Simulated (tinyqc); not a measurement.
Composition of the buffer: band edges of strained Si(1-x)Ge(x) on relaxed Si(1-y)Ge(y).

Values are linear in the Ge fraction but for ED(x) = linear - CD x (1 - x) and a(x) = linear - Ca x (1 - x). Energies are on the common scale of Ev.

Coherent growth on a (001) face: e_par = (a(y) - a(x))/a(x), e_perp = -2 (C12/C11) e_par; exx = eyy = e_par, ezz = e_perp, no shear.

A valley with unit axis u lies at Ev + gap + (av + a_valley) tr(e) + Xu (u.e.u - tr(e)/3); the Delta axes are x, y, z and the L axes [111], [1-1-1], [-11-1], [-1-11]. The second-order shift of the Delta valleys under shear is left out; it lowers the pair normal to the sheared plane by tens of meV at a shear of 1 %.

Valence edges: Ev plus the levels of the 6 x 6 matrix of X, Y, Z times spin with -Dso/3 + l exx + m (eyy + ezz) on the diagonal (cyclic), n exy off it, l = av + 2 b, m = av - b, n = sqrt(3) d. Spin-orbit term (Dso/3) L.sigma on X, Y, Z with (L_k)_ij = -i epsilon_kij: <X+|H|Y+> = -i Dso/3, <X+|H|Z-> = Dso/3, <Y+|H|Z-> = -i Dso/3, <Z+|H|X-> = -Dso/3, <Z+|H|Y-> = i Dso/3, <X-|H|Y-> = i Dso/3, and their conjugates; + and - are the spin along z.

Inputs chosen for the exercise (end members near Si and Ge, in this order; not measured data):
- a = (5.427, 5.652) angstrom (lattice constant)
- Dso = (0.044, 0.287) eV (spin-orbit splitting)
- av = (2.48, 1.23) eV (valence hydrostatic potential)
- b = (-2.11, -2.51) eV (tetragonal shear potential)
- d = (-4.85, -5.28) eV (trigonal shear potential)
- C11 = (164.2, 129) GPa
- C12 = (63.8, 48.7) GPa
- C44 = (80.4, 66.8) GPa
- Ev = (0, 0.62) eV (top of the unstrained valence band)
- ED = (1.16, 0.925) eV (gap to the Delta valleys)
- EL = (2.006, 0.738) eV (gap to the L valleys)
- aD = (1.84, 1.39) eV (hydrostatic potential of the Delta gap)
- aL = (-2.96, -2.59) eV (hydrostatic potential of the L gap)
- XuD = (8.92, 9.64) eV (uniaxial potential, Delta)
- XuL = (16.31, 15.23) eV (uniaxial potential, L)
- CD = 0.182 eV (bowing of the Delta gap)
- Ca = 0 angstrom (bowing of the lattice constant)
- face = 001 (growth face)
- x = 0.17 (Ge fraction of the layer)

The layer is kept. dEc = Ec(buffer) - Ec(layer), dEv = Ev(layer) - Ev(buffer); buffer edges Ev(y) and Ev(y) + min(ED, EL). The digit behind Delta or L counts whole valleys.

Results:
```
y     e_par (%)  lowest valleys  gap (eV)  next valleys above (meV)  valence splitting (meV)  dEc (eV)  dEv (eV)
0.00      -0.70          Delta4     1.015                       112                       35     0.032     0.113
0.10      -0.29          Delta4     1.062                        46                       19     0.012     0.047
0.31       0.58          Delta2     1.014                        92                       53     0.074    -0.040
0.41       0.99          Delta2     0.952                       159                       97     0.131    -0.063
0.51       1.40          Delta2     0.887                       225                      142     0.192    -0.084
0.62       1.85          Delta2     0.815                       297                      193     0.263    -0.106
0.72       2.26          Delta2     0.749                       363                      239     0.331    -0.126
```

Give the missing row, y = 0.21.

Computed row:
```
y     e_par (%)  lowest valleys  gap (eV)  next valleys above (meV)  valence splitting (meV)  dEc (eV)  dEv (eV)
0.21       0.16          Delta2     1.073                        26                       14     0.020    -0.013
```

The gap is 1.015 eV in the first row and 0.749 eV in the last, with its largest listed value, 1.073 eV, at y = 0.21: it peaks near the match y = x, since strain of either sign narrows it. The lowest valleys change: Delta4 to Delta2 between y = 0.10 and 0.21. Per 0.1 of y the valence offset moves by -33 meV on average; the conduction offset lies between +12 and +331 meV, not monotonically. Both carriers sit on one side for y = 0.00 and 0.10, and on opposite sides elsewhere. Offsets below about 30 meV are within the spread of parameter sets, so those rows do not settle the type. Strains above 2 % can be kept only in layers of a few nanometres.

tinyqc: `OMP_NUM_THREADS=1 python tinyqc.py 1050225 1050226 out.jsonl`; about 0.02 s, one thread, shared Intel(R) Xeon(R) Processor @ 2.30GHz.
